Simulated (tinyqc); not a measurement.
Worked calculation: Landau-Devonshire theory of a uniaxial ferroelectric. Computed by tinyqc, a small Python program that keeps every step. Command: `OMP_NUM_THREADS=1 python tinyqc.py 3014315 3014316 out.jsonl ferro walk`. One thread of a shared host (Intel(R) Xeon(R) Processor @ 2.30GHz), about 0.01 s of CPU time with the checks. Intermediate numbers are printed to about 6 digits and carried at full precision; extremes and crossings named in words are read from the listed rows.

G(P) = (alpha/2) P^2 + (beta*/4) P^4 + (gamma/6) P^6 - E P per volume, SI units, one domain, P along the polar axis.

Inputs (values chosen for the exercise, for a model ferroelectric):
```
quantity                          value             unit
alpha_0                          226000      J m/(C^2 K)
Curie-Weiss temperature T0          460                K
beta                           3.22e+09        J m^5/C^4
gamma                          2.85e+10        J m^9/C^6
temperature T                       376                K
applied field E                     1.4             MV/m
film thickness d                    7.8               nm
screening length lambda           0.014               nm
background permittivity eps_b         7                -
gradient coefficient g          1.5e-11        J m^3/C^2
series capacitance C_d              1.2  microfarad/cm^2
start of Newton steps P0/Ps           2                -
```

Sample: free crystal.

Constants: eps_0 = 8.8541878128e-12 F/m.

## Coefficients at T

alpha = alpha_0 (T - T0*), T0* = T0, beta* = beta.

T0* = 460 K

alpha = -1.89840e+07 J m/C^2

beta* = 3.22e+09 J m^5/C^4

beta* > 0: the transition is of second order.

## Spontaneous polarisation, susceptibility, coercive field

Ps^2 = [-beta* + sqrt(beta*^2 - 4 alpha gamma)]/(2 gamma). chi = 1/(eps_0 G''), G'' = alpha + 3 beta* P^2 + 5 gamma P^4 at Ps. Ps, chi and the coercive field are for perfect screening, without a depolarising field. The intrinsic coercive field is |alpha P + beta* P^3 + gamma P^5| at the P_c where G'' = 0. 1 C/m^2 = 100 microcoulomb/cm^2.

spontaneous polarisation Ps = 7.49430 microcoulomb/cm^2

susceptibility chi = 2840.13

well depth G(Ps) = -0.0270765 MJ/m^3

P_c = 4.37187 microcoulomb/cm^2

intrinsic coercive field = 0.556339 MV/m

P_c/Ps = 0.583, near the 1/sqrt(3) = 0.577 of a quartic well. Real switching runs by domain nucleation at far lower fields.

## Polarisation in the field by Newton steps

Solve G'(P) = alpha P + beta* P^3 + gamma P^5 - E = 0 by P(new) = P - G'/G'' from P0; stop when the step is below 1e-11 C/m^2 (G' under 1e-6 MV/m is shown as 0).

Newton steps:
```
step  P (microcoulomb/cm^2)    G' (MV/m)  G'' (MJ m/C^2)
1                   14.9886  8.75331e+00         269.957
2                   11.7461  2.22580e+00         141.423
3                   10.1723  3.68590e-01          96.230
4                    9.7892  1.84740e-02          86.673
5                    9.7679  5.50502e-05          86.157
6                    9.7679            0          86.155
```

P at the end of the steps = 9.76785 microcoulomb/cm^2

1/(eps_0 G'') there = 1310.90

The linear estimate Ps + eps_0 chi E gives 11.015; the field lowers chi by 53.8 %.

## The 180-degree wall

With the term (g/2) (dP/dx)^2, (g/2) P'^2 = G(P) - G(Ps) across the wall: energy = int_(-Ps)^(Ps) sqrt(2 g [G(P) - G(Ps)]) dP (40 Gauss-Legendre points); width = 2 Ps over the slope at P = 0, sqrt(2 |G(Ps)|/g). Elastic coupling inside the wall is left out.

wall energy = 0.0903378 mJ/m^2

wall width = 2.49457 nm

## A capacitor with imperfect screening

Between shorted electrodes with screening length lambda each, the depolarising field is -k P, k = 2 lambda/(eps_0 (d + 2 lambda eps_b)), so alpha turns into alpha + k. The polar state is the lowest uniform state while alpha + k < 0 (beta* > 0) or < 3 beta*^2/(16 gamma) (beta* < 0); setting the equality gives the critical thickness d_c.

depolarising coefficient k = 3.95491e+08 J m/C^2

polarisation of the film = 0 microcoulomb/cm^2

size of the depolarising field = 0 MV/m

critical thickness d_c = 166.384 nm

The film is thinner than d_c, so the uniform polar state is not the lowest one; a real film may break into domains or be non-polar.

## Thickness series

Domains are left out, though they can pre-empt both the loss of P and the state at P = 0. The second and third columns are for the shorted capacitor, polar only where it is the lowest uniform state: alpha + k < 0 (beta* > 0) or < 3 beta*^2/(16 gamma) (beta* < 0). The last column is another circuit, the film in series with C_d at P = 0: 1/C = (alpha d)/(1 + alpha eps_0 eps_b) + 1/C_d, and P = 0 is locally stable while 1/C > 0; a dash marks the rest.

Against thickness:
```
d (nm)  P (microcoulomb/cm^2)  depolarising field (MV/m)  C of the stack / C_d
1                           0                          0               1.00023
2                           0                          0               1.00046
3                           0                          0               1.00068
5                           0                          0               1.00114
8                           0                          0               1.00183
15                          0                          0               1.00343
30                          0                          0               1.00689
60                          0                          0               1.01387
150                         0                          0               1.03542
```

No thickness listed is polar. The stack exceeds C_d wherever it is stable, up to 1.04 times: the ferroelectric held at P = 0 acts as a negative capacitance.

Checks made by the program: Ps against a numerical root of G'(P)/P (relative difference below 1e-10).
